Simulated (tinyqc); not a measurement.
Worked calculation: single-domain magnet: Stoner-Wohlfarth switching, Neel-Arrhenius retention, LLG dynamics and spin torque. Computed by tinyqc, a small Python program that keeps every step. Command: `OMP_NUM_THREADS=1 python tinyqc.py 3024013 3024014 out.jsonl macro walk`. One thread of a shared host (Intel(R) Xeon(R) Processor @ 2.30GHz), about 0.07 s of CPU time with the checks. Intermediate numbers are printed to about 6 digits and carried at full precision; extremes and crossings named in words are read from the listed rows.

The moment is uniform, with unit vector m; z is the easy axis. mu_0 = 1.25663706212e-6 T m/A, gamma = 1.76085963023e11 rad/(s T).

Inputs (values chosen for the exercise, for a model magnet):
```
quantity                            value     unit
saturation magnetisation M_s          695     kA/m
diameter d                             22       nm
thickness t                             2       nm
interface anisotropy K_i            0.753   mJ/m^2
bulk anisotropy K_u                     0   kJ/m^3
exchange stiffness A                   21     pJ/m
temperature T                         300        K
attempt frequency f0                   10      GHz
field angle psi from the easy axis     40  degrees
reversing field h = H/H_K            0.33        -
waiting time t_w                    0.001        s
damping alpha                       0.013        -
spin-torque efficiency eta           0.66        -
drive I/I_c0                          1.7        -
time step times gamma mu_0 H_K       0.08        -
```

Shape: thin disc, easy axis normal to it.

Constants: k_B = 1.380649e-23 J/K; e = 1.602176634e-19 C; hbar = 1.054571817e-34 J s.

## Effective anisotropy

The disc is treated as an oblate spheroid with p = t/d: N_z = [1 - p arccos(p)/sqrt(1 - p^2)]/(1 - p^2); V = pi d^2 t/4; K_eff = K_u + K_i/t + K_shape, K_shape = -(mu_0 M_s^2/4)(3 N_z - 1); mu_0 H_K = 2 K_eff/M_s.

demagnetising factor N_z = 0.872125

volume V = 760.265 nm^3

K_shape = -245.279 kJ/m^3

K_eff = 131.221 kJ/m^3

anisotropy field mu_0 H_K = 0.377613 T

Shape works against the easy axis and takes 65 % of the other terms. Caution: a flat cylinder has a smaller N_z than the spheroid of the same t/d, so K_eff of a real disc is larger.

## Retention at zero field

Delta = K_eff V/(k_B T); tau = exp(Delta)/f0; probability of a flip within t_w: P = 1 - exp(-t_w/tau). Wall width parameter sqrt(A/K_eff); a two-domain state costs 4 sqrt(A K_eff) times the cross-section that the wall cuts (d t).

stability factor Delta = 24.0859

log10 of tau in s = 0.460363

probability of a flip = 3.46387e-04

wall parameter = 12.6505 nm

barrier of the wall path / k_B T = 70.5373

Ten years (3.15e8 s) need Delta > 42.6 for tau alone; this element has 24.1. Coherent rotation is the cheaper path.

## Barrier in a tilted field

Energy over K_eff V: e(theta) = sin^2(theta) + 2 h cos(theta - psi) for m at the angle theta from +z and a field that points at psi from -z (it pulls m away from +z towards negative theta); h_sw = (cos^(2/3) psi + sin^(2/3) psi)^(-3/2). The metastable minimum and the saddle are the two roots of e'(theta) = sin(2 theta) - 2 h sin(theta - psi) on either side of theta_c = -arctan(tan^(1/3) psi).

switching field h_sw = 0.502552

minimum theta = -16.7505 degrees

saddle theta = -70.9785 degrees

barrier / (K_eff V) = 0.212552

barrier / (k_B T) = 5.11950

The form (1 - h/h_sw)^n reproduces this barrier with n = 1.449; n is 2 for a field on the axis, and the approach to h_sw has the exponent 3/2 off the axis.

## Switching field against angle and time

Switching field at T: the h at which the exact barrier equals ln(f0 t_w/ln 2) k_B T (0 if the zero-field barrier is lower). Sharrock form: h_sw [1 - (ln(f0 t_w/ln 2)/Delta)^(1/n)], n = 0.86 + 1.14 h_sw.

Fields over H_K:
```
psi (degrees)  h_sw at T = 0  thermal, exact barrier  thermal, Sharrock form
1                   0.907074                0.169231                0.164576
10                  0.673805                0.145645                0.139996
20                  0.573649                0.130095                0.127100
30                  0.524016                0.121322                0.120050
45                  0.500000                0.116840                0.116464
60                  0.524016                0.121322                0.120050
75                  0.614659                0.136823                0.132583
89                  0.907074                0.169231                0.164576
```

At T = 0 the field is least at 45 degrees, H_K/2, and symmetric about it. Thermal help lowers it to 19 % at 1 degree and 23 % at 45 degrees; the Sharrock form misses the exact barrier by at most about 0.006 H_K, at psi = 10 (and its mirror angle).

## Spin-transfer switching

For axial symmetry and a polariser along z: I_c0 = (4 e alpha/(hbar eta)) K_eff V; relaxation time tau_D = (1 + alpha^2)/(alpha gamma mu_0 H_K); thermal start angle theta_0 = 1/sqrt(2 Delta); switching time about tau_D ln(pi/(2 theta_0))/(I/I_c0 - 1); precession frequency gamma mu_0 H_K/(2 pi (1 + alpha^2)).

critical current I_c0 = 11.9415 microampere

Delta/I_c0 = 2.01698 1/microampere

tau_D = 1.15707 ns

switching time, estimate = 3.94885 ns

precession frequency = 10.5808 GHz

## One LLG step

In the time s = gamma mu_0 H_K t: (1 + alpha^2) dm/ds = -m x b - alpha m x (m x b) + a [m x (m x z) - alpha m x z], b = m_z z, a = alpha I/I_c0; Heun steps (Euler predictor, mean of the two slopes) without renormalising; start m = (sin theta_0, 0, cos theta_0), theta_0 = 1/sqrt(2 Delta).

m at the start: 0.143582  0.000000  0.989638

first slope: 0.001312  0.142112  -0.000190

predictor: 0.143687  0.011369  0.989623

second slope: -0.009939  0.142317  -0.000192

m after the step: 0.143237  0.011377  0.989623

## Exact time to the equator

The polar equation dm_z/dt = -(1 - m_z^2)(i - m_z)/tau_D, i = I/I_c0, integrates to t = tau_D [F(cos theta_0) - F(0)], F(z) = -ln(1 - z)/(2 (i - 1)) + ln(1 + z)/(2 (i + 1)) + ln(i - z)/(i^2 - 1), theta_0 = 1/sqrt(2 Delta).

time to m_z = 0 = 3.38990 ns

The linear estimate is 1.16 times this.

## The trajectory

Run until m_z <= 0 (time by linear interpolation), |m|^2 leaves 1 by more than 1, or three exact times have passed; the run counts as sound if the time is within 3 % of the exact one.

Every few steps:
```
step   t (ns)        m_x        m_y        m_z      |m|
0     0.00000   0.143582   0.000000   0.989638  1.00000
281   0.33808  -0.172227  -0.039563   0.984298  1.00003
562   0.67617   0.207768   0.064638   0.976129  1.00009
843   1.01425  -0.265203  -0.039356   0.963556  1.00016
1124  1.35234   0.309153  -0.117308   0.944033  1.00027
1405  1.69042  -0.057820   0.404171   0.913307  1.00041
1686  2.02850  -0.490610   0.118446   0.863986  1.00060
1967  2.36659  -0.552293   0.290092   0.782586  1.00081
2248  2.70467   0.766827  -0.005534   0.643379  1.00100
2529  3.04276   0.759034  -0.517230   0.398127  1.00108
2801  3.37001  -0.610367  -0.793494  -0.000014  1.00109
```

time to m_z = 0 by the steps = 3.37000 ns

largest drift of |m| = 0.00108943

The steps give 0.9941 of the exact time, with |m| kept to 0.0011.

Checks made by the program: the barrier at psi -> 0 against (1 - h)^2 (relative difference 1e-07); the closed form against quadrature (relative difference below 1e-10).
